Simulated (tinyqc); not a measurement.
Worked calculation: MP2 on RHF in the sto-3g basis, for B+, spin multiplicity 1. One step of it, computed by the program tinyqc.

Task: Second-order Moller-Plesset energy. E2 = sum_ijab (ia|jb) [2 (ia|jb) - (ib|ja)] / (e_i + e_j - e_a - e_b) over occupied i, j and virtual a, b; the opposite-spin part is (ia|jb)^2 / denominator, the rest is same-spin, and SCS-MP2 scales them by 6/5 and 1/3.

orbital energies (hartree): MO1 -7.986287, MO2 -0.849252, MO3 -0.200518, MO4 -0.200518, MO5 -0.200518

Two-electron integrals over orbitals (pq|rs), unique and non-zero (hartree):
```
(11|11) 2.897294    (21|11) -0.324303   (21|21) 0.057850    (22|11) 0.742479
(22|21) -0.018490   (22|22) 0.525885    (31|31) 0.021414    (32|31) 0.027489
(32|32) 0.112771    (33|11) 0.742089    (33|21) -0.011529   (33|22) 0.533524
(33|33) 0.586773    (41|41) 0.021414    (42|41) 0.027489    (42|42) 0.112771
(43|43) 0.031630    (44|11) 0.742089    (44|21) -0.011529   (44|22) 0.533524
(44|33) 0.523513    (44|44) 0.586773    (51|51) 0.021414    (52|51) 0.027489
(52|52) 0.112771    (53|53) 0.031630    (54|54) 0.031630    (55|11) 0.742089
(55|21) -0.011529   (55|22) 0.533524    (55|33) 0.523513    (55|44) 0.523513
(55|55) 0.586773
```

Hartree-Fock energy = -23.94847037 hartree

Give: Terms; Pair energies; MP2 correlation energy; SCS-MP2 correlation energy; MP2 total energy.

Result:

Terms:

| i | j | a | b | (ia\|jb) | (ib\|ja) | denominator | term |
|---|---|---|---|---|---|---|---|
| 2 | 2 | 3 | 3 | 0.1128 | 0.1128 | -1.2975 | -0.0098 |
| 2 | 2 | 4 | 4 | 0.1128 | 0.1128 | -1.2975 | -0.0098 |
| 2 | 2 | 5 | 5 | 0.1128 | 0.1128 | -1.2975 | -0.0098 |
| 1 | 2 | 3 | 3 | 0.0275 | 0.0275 | -8.4345 | -8.96e-05 |
| 1 | 2 | 4 | 4 | 0.0275 | 0.0275 | -8.4345 | -8.96e-05 |
| 1 | 2 | 5 | 5 | 0.0275 | 0.0275 | -8.4345 | -8.96e-05 |
| 2 | 1 | 3 | 3 | 0.0275 | 0.0275 | -8.4345 | -8.96e-05 |
| 2 | 1 | 4 | 4 | 0.0275 | 0.0275 | -8.4345 | -8.96e-05 |
| 2 | 1 | 5 | 5 | 0.0275 | 0.0275 | -8.4345 | -8.96e-05 |
| 1 | 1 | 3 | 3 | 0.0214 | 0.0214 | -15.5715 | -2.94e-05 |
| 1 | 1 | 4 | 4 | 0.0214 | 0.0214 | -15.5715 | -2.94e-05 |
| 1 | 1 | 5 | 5 | 0.0214 | 0.0214 | -15.5715 | -2.94e-05 |

Pair energies (hartree; pair i-j sums ij and ji):

| pair | opposite spin | same spin |
|---|---|---|
| 1-1 | -8.83e-05 | 0.0000 |
| 2-1 | -0.0005 | 0.0000 |
| 2-2 | -0.0294 | 0.0000 |

MP2 correlation energy = -0.030031 hartree

SCS-MP2 correlation energy = -0.036037 hartree

MP2 total energy = -23.978501 hartree
